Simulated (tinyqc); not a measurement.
SiGe-base heterojunction bipolar transistor, Gummel numbers and transit times: one step of the calculation.

One-dimensional n-p-n transistor in the forward active mode at low injection. In the base p(x) = NB exp(-eta x/wb) and ni(x)^2 = ni^2 exp((g0 + g1 x/wb)/Vt); electrons leave the base at vsat; band spikes at the emitter junction and recombination inside the emitter are ignored.

Problem. Base Gummel number and transit time. f(x) = p(x) ni^2/ni(x)^2; I(x) = integral from x to wb of f/Dn, plus f(wb)/vsat; base Gummel number GB = I(0); electron density per unit flux n/(J/q) = I/f; base transit time tauB = integral of I/f over the base. Trapezoid rule on 12 equal steps.

Parameters, values chosen for the exercise; band and dielectric values close to those of silicon:
```
symbol,value,unit,meaning
T,300,K,temperature
vsat,1.02e7,cm/s,saturation velocity
wb,50,nm,neutral base width
NB,6.1e18,cm^-3,base doping at the emitter edge
eta,0,,doping falls as exp(-eta x/wb)
g0,0.023,eV,gap reduction at the emitter edge of the base
g1,0.072,eV,further gap reduction across the base (linear)
Dn,4.3,cm^2/s,electron diffusion coefficient in the base
```

Constants: q = 1.602176634e-19 C, kB = 1.380649e-23 J/K, Vt = kB T/q. Results are converted to the units shown.

Wanted: x; f; I; I/f; GB; tauB.

Solution.

```
point	x (nm)	f (cm^-3)	I (s/cm^4)	I/f (s/cm)
0	0.00	2.506e18	1.001e12	3.995e-7
1	4.17	1.987e18	7.835e11	3.944e-7
2	8.33	1.575e18	6.109e11	3.878e-7
3	12.50	1.249e18	4.741e11	3.796e-7
4	16.67	9.903e17	3.656e11	3.692e-7
5	20.83	7.852e17	2.796e11	3.561e-7
6	25.00	6.225e17	2.114e11	3.395e-7
7	29.17	4.936e17	1.573e11	3.187e-7
8	33.33	3.914e17	1.144e11	2.924e-7
9	37.50	3.103e17	8.043e10	2.592e-7
10	41.67	2.460e17	5.348e10	2.174e-7
11	45.83	1.951e17	3.211e10	1.646e-7
12	50.00	1.547e17	1.516e10	9.804e-8
```

GB = 1.001e12 s/cm^4
tauB = 1.553 ps

Range of the model: Heavy doping makes emitter or base degenerate; gE and g0 are to be read as apparent gap changes that include this.

tinyqc, about 0.01 s, one thread, Intel Xeon 2.30GHz (shared host): `OMP_NUM_THREADS=1 python tinyqc.py 2320027 2320028 out.jsonl`
